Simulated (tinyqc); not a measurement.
Rigid-ion and shell models of the dielectric response of an ionic crystal: one step, computed by the program tinyqc. Command: `OMP_NUM_THREADS=1 python tinyqc.py 3025684 3025685 out.jsonl shell walk`. One thread of a shared host (Intel(R) Xeon(R) Processor @ 2.30GHz), about 0.01 s of CPU time with the checks.

Charges +Z and -Z; 8 nearest neighbours, Madelung constant M = 1.762675, volume per ion pair Omega = 1.539601 d^3. Energy per pair U = -M Z^2 e2/d + 8 A exp(-d/rho), e2 = e^2/(4 pi eps_0). In the shell model the anion is a core of charge Y - Z and a massless shell of charge -Y, joined by the spring k; the repulsion acts on the shell. Each ion feels the Lorentz field E + (4 pi/3) P (Gaussian units).

Problem. Rigid ions. With C = 4 pi Z^2 e2/(3 Omega): mu lambda_TO = R - C, mu lambda_LO = R + 2 C; eps_inf = 1 and eps_s = lambda_LO/lambda_TO. lambda in eV/(angstrom^2 u) gives the wavenumber 15.6333042 x 33.35640952 x sqrt(lambda); mu is the reduced mass.

Inputs (values chosen for the exercise, for a model crystal): ionic charge Z = 1 e; cation mass = 173 u; anion mass = 19 u.

Structure: caesium chloride.

volume Omega = 40.74337 angstrom^3

repulsive spring R = 2.442572 eV/angstrom^2

Constants: e^2/(4 pi eps_0) = 14.39964548 eV angstrom; nu for 1 eV/(angstrom^2 u) = 15.6333042 THz; 1 THz = 33.35640952 1/cm.

Give: Coulomb spring C; omega_TO, rigid ions; omega_LO, rigid ions; eps_s, rigid ions.

Solution.

Coulomb spring C = 1.480 eV/angstrom^2

omega_TO, rigid ions = 123.6 1/cm

omega_LO, rigid ions = 293.0 1/cm

eps_s, rigid ions = 5.616
